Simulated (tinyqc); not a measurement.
Deformation potentials from a strained empirical pseudopotential, step by step. Values are carried at full precision from step to step, so a last printed digit may differ when a step is redone from the rounded ones.

Diamond lattice, no spin-orbit coupling. Atomic form factor V(q) = a1 (q^2 - a2)/(a3 exp(a4 q^2) - 1) in rydberg with q in 1/bohr, for the unstrained cell. Under a strain e the reciprocal vectors and k go over into (1 + e)^(-1) G, the atoms sit at +/- tau with tau = (1 + e) a (1,1,1)/8 - zeta a (eyz, ezx, exy)/4, and H(G,G') = c |k + G|^2 delta + (V(q)/det(1 + e)) cos(q.tau), q = G - G', with the term q = 0 left out; c = hbar^2/2m0. The basis is fixed before straining: all G with |k + G|^2 up to 16 (2 pi/a)^2. k is given in units of 2 pi/a of the unstrained cell.

Constants: a0 (Bohr radius) = 0.5291772105 angstrom; hbar^2/2m0 = 3.80998211 eV angstrom^2; Ry = 13.60569312 eV.

Inputs chosen for the exercise (near those of Si; the results hold for these values, not for the real material): a = 5.421 angstrom (lattice constant); A = (0.537, 2.202, 2.072, 0.492) (a1 (Ry bohr^2), a2 (1/bohr^2), a3, a4 (bohr^2)); h = 0.004 (size of the test strain); kD = 0.82 2 pi/a (position of the Delta minimum); zeta = 0.63 (internal-strain parameter).

## Form factors, unstrained and under a volume change

q^2 = n (2 pi/a)^2 a0^2 for the shells n = 3, 8, 11; for e = h 1, q^2 is divided by (1 + h)^2 and V by (1 + h)^3. Last column: the change divided by the relative change of volume, (1 + h)^3 - 1.

Form factors:

| n | q^2 (1/bohr^2) | V (Ry) | V expanded (Ry) | dV/(dVol/Vol) (Ry) |
|---|---|---|---|---|
| 3 | 1.12856 | -0.22084 | -0.22138 | -0.0452 |
| 8 | 3.00949 | 0.05348 | 0.05196 | -0.1261 |
| 11 | 4.13805 | 0.06992 | 0.06909 | -0.0683 |

## Gaps under a volume change

e = -h 1, 0, +h 1; gaps from the valence top to the s-like level at Gamma (level 8), and to level 5 at (kD,0,0) and (1/2,1/2,1/2).

Gaps (eV):

| gap | e = -h | e = 0 | e = +h |
|---|---|---|---|
| Gamma, s-like | 4.05773 | 3.95462 | 3.85164 |
| Delta | 0.93393 | 0.96752 | 0.99964 |
| L | 1.90362 | 1.88184 | 1.85949 |

## Hydrostatic deformation potentials

a = [E(+h) - E(-h)]/(3 ln((1 + h)/(1 - h))).

a of the gaps to Gamma, Delta, L (eV): -8.59  2.74  -1.84

Compression opens the Gamma gap, opens the L gap and closes the Delta gap. Only differences are defined here: the absolute shifts depend on the mean potential, which this model leaves out.

## Tetragonal strain

e = diag(-h/2, -h/2, h). Level 5 at (kD,0,0) and (0,0,kD), and levels 2 to 4 at Gamma, all from the mean of the three valence levels.

Delta x, Delta z (eV): 0.95140  0.99970

valence levels (eV): -0.03940  0.01970  0.01970

## Xu of the Delta valleys and b

For e = diag(-h/2, -h/2, h): E(Delta z) - E(Delta x) = Xu (ezz - exx), and without spin-orbit coupling E(Z) - E(X, Y) = 3 b (ezz - exx); Z is the single level, X and Y the pair.

Xu = 8.05 eV
b = -3.28 eV

Stretching along z raises the valleys on the z axis and lowers the Z valence state. One-sided differences carry an error of order h. A local potential fitted to band energies alone fixes these slopes only roughly; b tends to come out too large and Xu of L too small.

## Trigonal strain

exy = eyz = ezx = h, with the internal displacement. Level 5 at (1/2,1/2,1/2) and (1/2,-1/2,-1/2), and levels 2 to 4 at Gamma, from the mean of the three valence levels.

L [111], L [1-1-1] (eV): 1.97933  1.84890

valence levels (eV): -0.07369  0.03684  0.03684

## Xu of the L valleys and d

For the tensor strain exy = eyz = ezx = h: E(L [111]) - E(L [1-1-1]) = (8/3) Xu h, and E(single valence level) - E(pair) = 3 sqrt(3) d h. Find Xu and d.

Xu (L) = 12.23 eV
d = -5.32 eV

## Checks

- Level 5 at (kD,0,0) and (0,kD,0) under the tetragonal strain (eV): both 11.3401.

Computed by tinyqc, a small Python program: `OMP_NUM_THREADS=1 python tinyqc.py 1851239 1851240 out.jsonl` (the numbers bound the seed that draws the inputs); one thread of a shared host (Intel(R) Xeon(R) Processor @ 2.30GHz), about 0.2 s for the whole set of steps.
